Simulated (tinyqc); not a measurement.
Comparisons within one model: six-band hole subbands of a thin body in a field. A value that a table varies takes the place of the one given here.

Basis X, Y, Z times spin, hole energies counted downwards from the unstrained edge (the hydrostatic shift is left out), c = hbar^2/2m0. For a symmetric tensor T let C(T) have C_XX = L Txx + M (Tyy + Tzz), C_XY = N Txy (cyclic), L = c (g1 + 4 g2), M = c (g1 - 2 g2), N = 6 c g3. k = q + kz n, n the unit normal, q = k1 u + k2 v with u along the channel [1-10] and v = n x u. H = C(k k^T) + (Dso/3)(1 - L.sigma) - B + e F z with (L_k)_ij = -i epsilon_kij; B is the block C built from the traceless strain with 2b, -b and sqrt(3) d in place of L, M, N. Strain: exx = eyy = (s11 + s12) sx/2, ezz = s12 sx, exy = -s44 sx/4. Hard walls at z = 0 and t; basis sin(j pi z/t), j = 1 to Nz: kz^2 = (j pi/t)^2, kz = -i D with D_jl = 4 j l/(t (j^2 - l^2)), z_jj = t/2 and z_jl = -8 t j l/(pi (j^2 - l^2))^2 for j + l odd; 1 MV/cm = 0.01 eV/angstrom.

Nz = 14. E1 is the top subband at q = 0, gap the distance to the next pair, and the masses are c q^2/(E(q) - E1) at |q| = 0.02 1/angstrom (mean of the spin pair) along the channel [1-10] and across it in the plane; a dash marks a band that does not rise.

Constants: hbar^2/2m0 = 3.80998211 eV angstrom^2.

Parameters, chosen for this exercise (near those of a p-type Si channel; shifted at random, so the results belong to these values and not to a real crystal):
- g1 = 4.27 (Luttinger gamma1)
- g2 = 0.34 (gamma2)
- g3 = 1.44 (gamma3)
- Dso = 0.044 eV (spin-orbit splitting)
- b = -2.13 eV (tetragonal potential)
- d = -4.87 eV (trigonal potential)
- S = (7.66, -2.15, 12.57) 1/TPa (compliances s11, s12, s44)
- face = 111 (surface)
- t = 85 angstrom (body thickness)
- F = 0.2 MV/cm (field across the body)
- sx = 0 GPa (stress along the channel [1-10], negative in compression)

## Stress along the channel

Each row has its own sx.

Results:

| sx (GPa) | E1 (meV) | gap (meV) | m channel | m across |
|---|---|---|---|---|
| -3.0 | -33.4 | 48.6 | 0.124 | 1.196 |
| -2.0 | 2.8 | 48.6 | 0.128 | 1.105 |
| -1.0 | 38.0 | 48.6 | 0.139 | 0.868 |
| -0.5 | 54.1 | 36.7 | 0.160 | 0.605 |
| 0.0 | 64.7 | 23.6 | 0.270 | 0.275 |
| 0.5 | 62.8 | 34.4 | 0.479 | 0.167 |
| 1.0 | 55.1 | 47.2 | 0.525 | 0.156 |

How do the results move?

Under 2 GPa of compression the channel mass goes from 0.270 to 0.128 m0, the mass across from 0.275 to 1.105; the gap to the next subband is 49, 24 and 47 meV at -2, 0 and +1 GPa. The lightest channel mass of the table, 0.124 m0, is at -3.0 GPa.

## Surface orientation and number of bands

Three faces, six bands; and four bands, with Dso set to 1000 eV.

Results:

| case | E1 (meV) | gap (meV) | m channel | m across |
|---|---|---|---|---|
| (001) 6 bands | 88.9 | 9.0 | 0.464 | 0.464 |
| (001) 4 bands | 88.9 | 10.5 | 0.402 | 0.402 |
| (110) 6 bands | 49.9 | 28.2 | 0.118 | 0.282 |
| (110) 4 bands | 69.9 | 41.9 | 0.151 | 0.317 |
| (111) 6 bands | 64.7 | 23.6 | 0.270 | 0.275 |
| (111) 4 bands | 64.7 | 48.5 | 0.195 | 0.195 |

What does this show?

With six bands the top subband is shallowest on (110) (49.9 meV) and deepest on (001). The lightest channel mass is on (110) (0.118 m0). Dropping the split-off band moves E1 by 0.0, 20.0 and 0.0 meV and the gap by 1.5, 13.8 and 25.0 meV on the three faces, with Dso = 44 meV.

## What each parameter does

Six bands. Each row changes one parameter from the base and keeps the others.

Results:

| case | E1 (meV) | gap (meV) | m channel (m0) | m across (m0) |
|---|---|---|---|---|
| base | 64.7 | 23.6 | 0.270 | 0.275 |
| t = 95 angstrom | 64.7 | 23.4 | 0.270 | 0.275 |
| F = 0.5 MV/cm | 119.2 | 26.3 | 0.282 | 0.285 |
| sx = -0.5 GPa | 54.1 | 36.7 | 0.160 | 0.605 |
| g3 = 1.34 | 67.7 | 22.8 | 0.250 | 0.253 |
| g2 = 0.39 | 64.7 | 23.6 | 0.265 | 0.269 |
| Dso = 0.066 eV | 64.7 | 30.7 | 0.252 | 0.254 |
| d = -3.9 eV | 64.7 | 23.6 | 0.270 | 0.275 |

How do the results move?

The largest shifts from the base row, up to three for each result and ties (the steps differ in size, so this ranks the rows, not the parameters). E1 (meV): F +54.5, sx -10.6, g3 +3.0; unchanged at the printed digits by t, g2, Dso and d. gap (meV): sx +13.1, Dso +7.2, F +2.7; unchanged at the printed digits by g2 and d. m channel (m0): sx -0.111, g3 -0.020, Dso -0.018; unchanged at the printed digits by t and d. m across (m0): sx +0.331, g3 -0.022, Dso -0.020; unchanged at the printed digits by t and d.

(tinyqc, `OMP_NUM_THREADS=1 python tinyqc.py 1252128 1252129 out.jsonl`, Intel(R) Xeon(R) Processor @ 2.30GHz, 1 thread, shared host, about 0.4 s.)
